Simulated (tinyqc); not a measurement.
# Trap density and cross-section from the conductance peak

Inverse problem. For a continuum of interface traps on an n-type substrate Gp/w peaks at 2 pi f tau = 1.9803 with the height 0.40237 q Dit, and tau = 1/(sn vth Nd exp(psi/Vt)) with psi = ps. Find Dit, tau and sn.

Parameters, values chosen for the exercise: temperature T = 250 K; donor density Nd = 1.6e16 cm^-3; band bending psi ps = -0.135 V; thermal velocity vth = 5.1e7 cm/s.

Constants: q = 1.602176634e-19 C, kB = 1.380649e-23 J/K, Vt = kB T/q. Results are converted to the units shown.

peak Gp/w = 64.466781 nF/cm^2
frequency of the peak = 58606.030 Hz

Solution. The height gives Dit, the position tau, and tau with the surface density gives sn.

Dit = 1.00e12 cm^-2 eV^-1
tau = 5.38e-6 s
sn = 1.20e-16 cm^2

Numbers from tinyqc (`OMP_NUM_THREADS=1 python tinyqc.py 2030117 2030118 out.jsonl`; about 0.01 s on one thread of a shared Intel Xeon 2.30GHz).
